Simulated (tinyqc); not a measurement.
# Fermi velocity from one capacitance

Inverse problem. At zero temperature and without traps graphene has Cq = 2 q^3 phi/(pi hbar^2 vF^2), charge Cq phi/2, 1/C_G = 1/Cox + 1/Cq and Vg = phi + Cq phi/(2 Cox). Find Cq, phi, vF and n.

Constants: q = 1.602176634e-19 C, hbar = 1.054571817e-34 J s. Results are converted to the units shown.

Vg = 1.6390221 V
C_G = 1.2017310 uF/cm^2
Cox = 1.3830852 uF/cm^2

Answer. The series relation gives Cq, the voltage relation phi = Vg/(1 + Cq/(2 Cox)), and the formula for Cq then vF.

Cq = 9.16 uF/cm^2
phi = 0.380 V
vF = 9.88e5 m/s
n = 1.09e13 cm^-2

Computed by the program tinyqc: `OMP_NUM_THREADS=1 python tinyqc.py 2200145 2200146 out.jsonl`, one thread of a shared Intel Xeon 2.30GHz, about 0.01 s for the whole run.
